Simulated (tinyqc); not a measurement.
Hexagonal on-chip spiral inductor, lumped pi model: one step of the calculation.

Outer diameter do = di + 2 n wd + 2 (n - 1) sp, mean da = (do + di)/2, fill p = (do - di)/(do + di), length l = 3.464 n da. L = 2.33 mu0 n^2 da/(1 + 3.82 p), mu0 = 4 pi 1e-7 H/m. Rs = rho l/(wd delta (1 - exp(-th/delta))), delta = sqrt(rho/(pi f mu0)). Cs = n wd^2 eps0 eo/hu across the coil. At each end Cox = l wd eps0 eo/(2 ho) leads to the substrate branch Rsi = 2 rs he/(l wd) in parallel with Csi = l wd eps0 11.7/(2 he). With one end grounded Y = 1/(Rs + i w L) + i w Cs + 1/[1/(i w Cox) + 1/(1/Rsi + i w Csi)], w = 2 pi f; Q = -Im Y/Re Y. Eddy currents in neighbouring turns and in the substrate are left out.

Question. Admittance, quality factor and apparent inductance. Series branch 1/(Rs + i w L), substrate branch, total Y, Q = -Im Y/Re Y, apparent inductance Im(1/Y)/w, metal-only value w L/Rs, share of the loss in the substrate Re(substrate branch)/Re Y.

Values chosen for this exercise: frequency f = 1.5 GHz.

L = 5.8239932 nH
Rs = 7.8879576 ohm
Cs = 3.9119412 fF
Cox = 24.229174 fF
Rsi = 963.78459 ohm
Csi = 10.748667 fF

Find: series branch; substrate branch; Y; Q; apparent inductance; w L/Rs; share of the loss in the substrate.

Answer.

series branch = 2.565-17.850i mS
substrate branch = 0.04565+0.21385i mS
Y = 2.611-17.599i mS
Q = 6.7410
apparent inductance = 5.8991 nH
w L/Rs = 6.9587
share of the loss in the substrate = 1.7485 %

Q is 96.9 % of the metal-only value.

tinyqc, about 0.01 s, one thread, Intel Xeon 2.30GHz (shared host): `OMP_NUM_THREADS=1 python tinyqc.py 2302031 2302032 out.jsonl`
